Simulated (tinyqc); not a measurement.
Six-band k.p model of the valence band of a wurtzite crystal: one step. Edges without strain.

At k = 0: E1 = D1c + D2c + Te + Le (pure HH); E2, E3 = Le + u +/- sqrt(u^2 + 2 D3c^2), u = (D1c - D2c + Te)/2, D1c = Dcr, D2c = D3c = Dso/3. The weight of LH in state 2 is fL = (E2 - Le)^2/((E2 - Le)^2 + 2 D3c^2). Relative strengths of transitions to the conduction band: for E perpendicular to c (TE) 1/2, fL/2, (1 - fL)/2; for E along c (TM) 0, 1 - fL, fL, with one momentum element for both directions.

Parameters, chosen for this exercise (out of a larger set: near those of GaN; not measured data): Dcr = 0.0176 eV (crystal-field splitting); Dso = 0.0171 eV (spin-orbit splitting).

Question. Set Le = Te = 0.

Give: E1, E2, E3 without strain; fL; edges from the top.

Answer.

E1, E2, E3 without strain (eV): [0.0233, 0.0160, -0.0041]

fL = 0.7969

edges from the top (eV): [0.0000, -0.0073, -0.0274]

The top is state 1 (HH), TE light alone.

Run: tinyqc, `OMP_NUM_THREADS=1 python tinyqc.py 1081554 1081555 out.jsonl`; Intel(R) Xeon(R) Processor @ 2.30GHz, one thread, shared host; about 0.01 s of CPU time with all checks.
